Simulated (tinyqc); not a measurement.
Specific resistance of a metal-semiconductor contact and its transmission-line measurement. From one set of inputs to another, one input at a time. Computed by tinyqc, a small Python program. Command: `OMP_NUM_THREADS=1 python tinyqc.py 3016219 3016220 out.jsonl contact ladder`. One thread of a shared host (Intel(R) Xeon(R) Processor @ 2.30GHz), about 0.02 s of CPU time with the checks.

The barrier is parabolic (depletion approximation), energies E are normal energies counted from the band edge in the neutral semiconductor (downwards for holes), and the bias is zero. xi is an input, held fixed when other inputs move.

The inputs printed are set A. Set A is modelled on n-type 4H-SiC; the values taken over come from a set modelled on p-type silicon. Inputs not listed in the table keep their values of set A, so the rows need not describe a real material.

Inputs (values chosen for the exercise, modelled on n-type 4H-SiC):
```
quantity,value,unit
tunnelling mass m,0.3,m_0
permittivity eps,9.7,-
Richardson constant A*,145,A/(cm^2 K^2)
barrier height phi_B,1.1,eV
doping N,5.2e+20,1/cm^3
"Fermi level above the band edge in the bulk, xi",0.29,eV
temperature T,500,K
sheet resistance R_sh,71,ohm
contact length d,4.2,micrometre
contact width W,11,micrometre
```

Image-force lowering: included.

Constants: hbar = 1.054571817e-34 J s; eps_0 = 8.8541878128e-12 F/m; m_0 = 9.1093837015e-31 kg; k_B = 8.617333262e-05 eV/K; e = 1.602176634e-19 C.

Method:
- E_00 = (e hbar/2) sqrt(N/(eps eps_0 m)); band bending E_b = phi_B + xi; depletion width w = sqrt(2 eps eps_0 E_b/(e^2 N)). Image lowering d_phi = (e^3 N E_b/(8 pi^2 (eps eps_0)^3))^(1/4) (E_b in volts), and E_b - d_phi replaces E_b everywhere except in w.
- WKB transmission for E < E_b, with a = E/E_b: D = exp{-(E_b/E_00) [sqrt(1 - a) - a ln((1 + sqrt(1 - a))/sqrt(a))]}; D = 1 above.
- At zero bias 1/rho_c = (e A*/k_B^2) int D(E) f(E) dE, f = 1/(1 + exp((E - xi)/k_B T)); 200 Gauss-Legendre points from 0 to E_b, and k_B T ln(1 + exp((xi - E_b)/k_B T)) for the part above the barrier; the share of tunnelling is the part below.
- Transmission-line model: transfer length L_T = sqrt(rho_c/R_sh); R_c = (R_sh L_T/W) coth(d/L_T). Limits: rho_c/(W d) for d << L_T, sqrt(rho_c R_sh)/W for d >> L_T.

Each row keeps all changes above it:
```
input moved,from,to,specific contact resistance rho_c (ohm cm^2),transfer length L_T (micrometre),depletion width (nm)
set A,-,-,1.6234e-09,0.04782,1.6929
Richardson constant A* (A/(cm^2 K^2)),145,31.8,7.4024e-09,0.10211,1.6929
tunnelling mass m (m_0),0.3,0.38,9.5360e-09,0.11589,1.6929
doping N (1/cm^3),5.2e+20,3.9e+20,1.5678e-08,0.14860,1.9548
sheet resistance R_sh (ohm),71,26,1.5678e-08,0.24556,1.9548
temperature T (K),500,200,1.7751e-08,0.26129,1.9548
contact width W (micrometre),11,0.43,1.7751e-08,0.26129,1.9548
permittivity eps,9.7,11.7,3.1919e-08,0.35038,2.1469
```

Specific contact resistance rho_c goes from 1.62e-9 to 3.19e-8, a factor 19.7 in all. The largest single move comes from Richardson constant A* (a factor 4.56). Transfer length L_T goes from 0.0478 to 0.350, a factor 7.33 in all. The largest single move comes from Richardson constant A* (a factor 2.14). Depletion width goes from 1.69 to 2.15, a factor 1.27 in all. The largest single move comes from doping N (a factor 1.15). The single moves hold for this order of the switches; the total does not depend on the order.

Extremes, crossings and ranges named in words are read from the listed rows.
